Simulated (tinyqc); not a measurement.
# Changing the Debye temperature Theta

Model: Bloch-Grueneisen resistivity of a metal. Computed by tinyqc, a small Python program. Command: `OMP_NUM_THREADS=1 python tinyqc.py 3030823 3030824 out.jsonl bg sweep`. One thread of a shared host (Intel(R) Xeon(R) Processor @ 2.30GHz), about 0.01 s of CPU time with the checks.

Electrons scatter from a Debye spectrum of phonons (n = 5 for scattering within one band, n = 3 for scattering into a second, heavy band) and from static defects.

Inputs (values chosen for the exercise, modelled on tungsten):
```
quantity                      value         unit
exponent n                        5            -
transport coupling lambda_tr   0.24            -
Drude plasma energy hbar w_p    7.1           eV
residual resistivity rho_0      1.1  microohm cm
temperature T                    40            K
```

Addition: none.

Constants: k_B = 1.380649e-23 J/K; hbar = 1.054571817e-34 J s; eps_0 = 8.8541878128e-12 F/m; hbar = 6.582119569e-16 eV s; k_B = 8.617333262e-05 eV/K.

Method:
- rho_ph = (n - 1) rho_1 (T/Theta)^n J_n(Theta/T), with rho_1 = 2 pi lambda_tr k_B Theta/(hbar eps_0 w_p^2), the high-temperature line at T = Theta.
- J_n(y) = int_0^y x^n e^x/(e^x - 1)^2 dx, by 96 Gauss-Legendre points (upper limit at most 60).
- Matthiessen's rule: rho = rho_0 + rho_ph.
- Temperature coefficient (1/rho) d rho/dT by a central difference of +/- 0.5 K; residual ratio rho(295 K)/rho(4.2 K); scattering time tau = 1/(eps_0 w_p^2 rho); Wiedemann-Franz kappa = L_0 T/rho, L_0 = (pi^2/3)(k_B/e)^2.

One run for each value; columns: (1) Debye temperature Theta (K); (2) phonon resistivity rho_ph (microohm cm); (3) temperature coefficient (1e-3/K); (4) residual resistance ratio:
```
(1)         (2)     (3)     (4)
80   6.1883e-01  12.714  6.1165
110  5.1787e-01  13.871  6.0992
160  3.5318e-01  14.339  6.0560
230  1.8493e-01  11.672  5.9695
320  7.5962e-02   6.674  5.8175
640  5.8137e-03   0.655  5.0014
900  1.4886e-03   0.169  4.1942
```

Give the missing row, Debye temperature Theta (K) = 450.

Computed row; columns: (1) Debye temperature Theta (K); (2) phonon resistivity rho_ph (microohm cm); (3) temperature coefficient (1e-3/K); (4) residual resistance ratio:
```
(1)         (2)    (3)     (4)
450  2.3076e-02  2.457  5.5288
```

Interpolating between the two neighbouring rows (the first column on a logarithmic scale, the others too where they are positive) misses most in temperature coefficient (1e-3/K), by 13 %. Over the rows, phonon resistivity rho_ph (microohm cm) falls from 0.619 to 0.00149 (exponent d ln y / d ln x -0.56 between the first rows and -4.0 between the last); temperature coefficient (1e-3/K) goes from 12.7 through a maximum among these rows, 14.3 at 160, to 0.169; residual resistance ratio falls from 6.12 to 4.19 (exponent d ln y / d ln x -0.0089 between the first rows and -0.52 between the last). At the high end the exponent of phonon resistivity rho_ph is -4.00, close to -4: at low T, rho_1/Theta^5 with rho_1 proportional to Theta.

Caution (rows 80.0): below about Theta/2 small-angle phonon scattering degrades heat flow more than charge flow, so a thermal conductivity taken from rho by the Wiedemann-Franz law would be too high.

Extremes, crossings and ranges named in words are read from the listed rows.
